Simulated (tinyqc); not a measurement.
MOSFET with velocity saturation and source resistance: two steps of the calculation.

Strong inversion, charge Q = Cox (Vg - m V) at channel potential V with Vg the gate overdrive, and drift velocity v = mu E/(1 + mu E/vsat). Integrating along the channel gives I = mu Cox (1/L)(Vg Vd - m Vd^2/2)/(1 + Vd/Vc) per width, Vc = vsat L/mu, which peaks at Vdsat. Units: I in uA/um, Rs in ohm um, so the drop over Rs is 1e-6 I Rs volts.

Parameters, values chosen for the exercise:
```
symbol  value        unit                       meaning
Cox      1.78     uF/cm^2              gate capacitance
mu0       490  cm^2/(V s)  mobility at low gate voltage
th          0         1/V          mobility degradation
vsat    8.8e6        cm/s           saturation velocity
m        1.45                               body factor
VT       0.57           V                     threshold
L        0.05          um                channel length
Rs        200      ohm um             source resistance
Vgs       1.8           V                  gate voltage
```

Question 1. Saturation without source resistance. Vg = Vgs - VT (0 if negative), mu = mu0/(1 + th Vg), Vc = vsat L/mu, x = sqrt(1 + 2 Vg/(m Vc)), Vdsat = 2 Vg/(m (1 + x)), Isat = Cox vsat Vg (x - 1)/(x + 1) per width. Long-channel limit: mu Cox Vg^2/(2 m L); short-channel limit: Cox vsat Vg.

Find: Vg; mu; Vc; Vdsat; Isat; long-channel limit; short-channel limit.

Answer 1.

Vg = 1.2300 V
mu = 490.00 cm^2/(V s)
Vc = 0.089796 V
Vdsat = 0.31071 V
Isat = 1221.0 uA/um
long-channel limit = 9100.4 uA/um
short-channel limit = 1926.7 uA/um

Question 2. Saturation current with source resistance. Vg = Vgs - I Rs - VT (0 if negative), mu = mu0/(1 + th Vg), Vc = vsat L/mu, x = sqrt(1 + 2 Vg/(m Vc)), Vdsat = 2 Vg/(m (1 + x)), Isat = Cox vsat Vg (x - 1)/(x + 1) per width. I(new) = Isat.

I at the start = 0 uA/um

Give: Vg; mu; Vc; Vdsat; Isat; I after iteration 1.

Answer 2.

Vg = 1.2300 V
mu = 490.00 cm^2/(V s)
Vc = 0.089796 V
Vdsat = 0.31071 V
Isat = 1221.0 uA/um
I after iteration 1 = 1221.0 uA/um

Range of the model: At this length velocity overshoot and near-ballistic transport, left out here, matter.

tinyqc, about 0.01 s, one thread, Intel Xeon 2.30GHz (shared host): `OMP_NUM_THREADS=1 python tinyqc.py 2500044 2500045 out.jsonl`
